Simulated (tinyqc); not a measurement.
Octagonal on-chip spiral inductor, lumped pi model: one step of the calculation.

Outer diameter do = di + 2 n wd + 2 (n - 1) sp, mean da = (do + di)/2, fill p = (do - di)/(do + di), length l = 3.314 n da. L = 2.25 mu0 n^2 da/(1 + 3.55 p), mu0 = 4 pi 1e-7 H/m. Rs = rho l/(wd delta (1 - exp(-th/delta))), delta = sqrt(rho/(pi f mu0)). Cs = n wd^2 eps0 eo/hu across the coil. At each end Cox = l wd eps0 eo/(2 ho) leads to the substrate branch Rsi = 2 rs he/(l wd) in parallel with Csi = l wd eps0 11.7/(2 he). With one end grounded Y = 1/(Rs + i w L) + i w Cs + 1/[1/(i w Cox) + 1/(1/Rsi + i w Csi)], w = 2 pi f; Q = -Im Y/Re Y. Eddy currents in neighbouring turns and in the substrate are left out.

Problem. Geometry and model elements. do, l, L, delta, Rs, Cs, Cox, Rsi and Csi as defined.

Parameters, values chosen for the exercise; values of the order met in silicon radio-frequency processes:
- n = 5.5 (number of turns)
- wd = 20 um (line width)
- sp = 2 um (space between turns)
- di = 80 um (inner diameter)
- th = 2 um (metal thickness)
- rho = 1.9 uohm cm (metal resistivity)
- ho = 8.9 um (oxide below the coil)
- hu = 1 um (oxide between coil and underpass)
- eo = 4.1 (relative permittivity of the oxide)
- rs = 1000 ohm cm (substrate resistivity)
- he = 30 um (effective spreading depth in the substrate)
- f = 1.1 GHz (frequency)

Constants: eps0 = 8.8541878128e-12 F/m. Results are converted to the units shown.

Wanted: do; l; L; delta; Rs; Cs; Cox; Rsi; Csi.

Solution.

do = 318.0 um
l = 3627 um
L = 5.450 nH
delta = 2.092 um
Rs = 2.676 ohm
Cs = 79.86 fF
Cox = 147.9 fF
Rsi = 8271 ohm
Csi = 125.3 fF

Computed by the program tinyqc: `OMP_NUM_THREADS=1 python tinyqc.py 2302107 2302108 out.jsonl`, one thread of a shared Intel Xeon 2.30GHz, about 0.01 s for the whole run.
